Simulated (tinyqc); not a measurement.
What moves the results: type-II superlattice in the two-band Kane model. A value that a table varies takes the place of the one given here.

Motion along the axis, period d = a + b, c = hbar^2/2m0. Conduction and light-hole bands couple: (E - Ec)(E - Ev) = Ep c k^2 in each layer, with mass m(E) = (E - Ev)/Ep, which may be negative. The conduction envelope psi and psi'/m(E) are continuous; a layer carries them by [[cos kt, (m/k) sin kt], [-(k/m) sin kt, cos kt]] (cosh and sinh for k^2 < 0), and cos(q d) = tr(M_B M_A)/2. C1 is the first miniband above EvB, with its bottom at tr/2 = +1 and its top at -1; the gap is the bottom of C1 less the top heavy-hole level HH1.

Heavy holes are uncoupled: with e = EvB - E, p = sqrt(mhB e/c), w = sqrt(mhA (EvB - EvA - e)/c), the top level HH1 at q = 0 solves (p/mhB) tan(p b/2) = (w/mhA) tanh(w a/2).

Constants: hbar^2/2m0 = 3.80998211 eV angstrom^2; hc = 1239.841984 eV nm.

Inputs chosen for the exercise (near those of an InAs/GaSb superlattice; the results hold for these values, not for the real material):
- b = 50 angstrom (layer B)
- EcA = 0 eV (conduction edge of A)
- EvA = -0.411 eV (valence edge of A)
- EcB = 0.921 eV (conduction edge of B)
- EvB = 0.107 eV (valence edge of B)
- EpA = 14.1 eV (coupling energy in A)
- EpB = 18.1 eV (coupling energy in B)
- mhA = 0.33 m0 (heavy hole in A)
- mhB = 0.27 m0 (heavy hole in B)
- As = (23, 28, 34, 43, 54, 63, 77) angstrom (widths of layer A)
- a = 51 angstrom (layer A)

## Width of layer A

Bottom of C1 (tr/2 = +1, above EvB), HH1, the gap and hc/gap; widths at which C1 no longer starts above EvB are left out.

Results:

| a (angstrom) | C1 (eV) | HH1 (eV) | gap (meV) | cut-off (micrometre) |
|---|---|---|---|---|
| 23 | 0.4558 | 0.0706 | 385.2 | 3.22 |
| 28 | 0.3910 | 0.0704 | 320.6 | 3.87 |
| 34 | 0.3295 | 0.0703 | 259.2 | 4.78 |
| 43 | 0.2609 | 0.0703 | 190.5 | 6.51 |
| 54 | 0.2022 | 0.0703 | 131.9 | 9.40 |
| 63 | 0.1675 | 0.0703 | 97.2 | 12.76 |
| 77 | 0.1285 | 0.0703 | 58.2 | 21.30 |

From a = 23 to 77 angstrom C1 falls by 327 meV while HH1 moves by -0.2 meV, so layer A tunes the gap, from 385 to 58 meV. The cut-off shifts by 0.130 micrometre per angstrom at the thin end and 0.610 at the thick end: long wavelengths need tight control of the thickness.

## One band or two

Bottom of C1. One band: (k/mA) tan(k a/2) = (kappa/mB) tanh(kappa b/2) with the edge masses (Ec - Ev)/Ep and barrier EcB - EcA. Second row: mA replaced by m(E). The last column is measured against two bands.

Results:

| model | C1 (eV) | gap (meV) | error (meV) |
|---|---|---|---|
| one band, edge masses | 0.1962 | 125.9 | -19.9 |
| m(E) in A only | 0.1717 | 101.4 | -44.4 |
| two bands | 0.2161 | 145.8 | 0.0 |

mA = 0.0291 m0
mB = 0.0450 m0

With edge masses C1 errs by -20 meV, 14 % of the gap. The heavier m(E) in A changes it by -25 meV; the treatment of B changes it by +44 meV, since C1 lies 109 meV above the valence edge of B, where its mass is 0.0060 instead of 0.0450.

## What each parameter does

Bottom and width of C1, HH1 and the gap. Each row changes one parameter from the base and keeps the others.

Results:

| case | C1 (eV) | width (meV) | HH1 (eV) | gap (meV) |
|---|---|---|---|---|
| base | 0.2161 | 29.1 | 0.0703 | 145.8 |
| a = 48 angstrom | 0.2315 | 30.4 | 0.0703 | 161.1 |
| b = 53 angstrom | 0.2181 | 26.0 | 0.0736 | 144.4 |
| EvB = 0.087 eV | 0.2144 | 27.0 | 0.0506 | 163.8 |
| EcB = 0.971 eV | 0.2191 | 26.6 | 0.0703 | 148.7 |
| EvA = -0.441 eV | 0.2115 | 28.3 | 0.0699 | 141.6 |
| EpA = 15.2 eV | 0.2234 | 30.6 | 0.0703 | 153.1 |
| mhB = 0.31 m0 | 0.2161 | 29.1 | 0.0735 | 142.6 |

The largest shifts from the base row, up to three for each result and ties (the steps differ in size, so this ranks the rows, not the parameters). C1 (eV): a +0.0154, EpA +0.0073, EvA -0.0046; unchanged at the printed digits by mhB. width (meV): b -3.1, EcB -2.5, EvB -2.1; unchanged at the printed digits by mhB. HH1 (eV): EvB -0.0197, b +0.0033, mhB +0.0032; unchanged at the printed digits by a, EcB and EpA. gap (meV): EvB +18.0, a +15.4, EpA +7.3.

Program tinyqc; command `OMP_NUM_THREADS=1 python tinyqc.py 1251623 1251624 out.jsonl`; about 0.08 s on one thread of a shared Intel(R) Xeon(R) Processor @ 2.30GHz.
